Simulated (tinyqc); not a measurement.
Thermal, flicker and telegraph noise of a field-effect transistor: one step, computed by the program tinyqc. Command: `OMP_NUM_THREADS=1 python tinyqc.py 3019607 3019608 out.jsonl noise walk`. One thread of a shared host (Intel(R) Xeon(R) Processor @ 2.30GHz), about 0.01 s of CPU time with the checks.

Strong inversion, threshold roll-off and channel-length modulation left out; noise sources are uncorrelated and are given as one-sided spectral densities.

Question. Thermal noise and corner. C_ox = 3.9 eps_0/t; V_c = 2 v_s L/mu; I = W C_ox v_s V_ov^2/(V_ov + V_c); g_m = W C_ox v_s V_ov (V_ov + 2 V_c)/(V_ov + V_c)^2; g_d0 = mu C_ox (W/L) V_ov. Thermal: S_I = 4 k_B T gamma g_d0; input-referred S_V = S_I/g_m^2; corner f_c where flicker equals thermal. Total input noise from 1 Hz to f_c: sqrt(S_V,thermal [f_c ln(f_c/1 Hz) + f_c - 1 Hz]).

Inputs (values chosen for the exercise, modelled on a high-k silicon transistor):
```
quantity                      value        unit
width W                         4.4  micrometre
length L                         77          nm
electrical oxide thickness t    2.4          nm
mobility mu                     120  cm^2/(V s)
saturation velocity v_s        0.82    1e7 cm/s
overdrive V_ov                 0.53           V
thermal noise factor gamma      1.5           -
frequency f                      80          Hz
temperature T                   200           K
```

Operating region: saturation. Flicker model: Hooge.

g_m = 2895.171 microsiemens

flicker S_I = 2.633321e-17 A^2/Hz

drain current I = 921.5574 microampere

Constants: k_B = 1.380649e-23 J/K; eps_0 = 8.8541878128e-12 F/m; e = 1.602176634e-19 C.

Give: thermal S_I; input-referred thermal noise; corner frequency f_c; input noise up to f_c; full shot noise 2eI over thermal S_I.

Answer.

thermal S_I = 8.663e-23 A^2/Hz

input-referred thermal noise = 3.215 nV/sqrt(Hz)

corner frequency f_c = 2.432e+07 Hz

input noise up to f_c = 67.27 microvolt

full shot noise 2eI over thermal S_I = 3.409

At f the noise is flicker dominated (f_c/f = 304000).
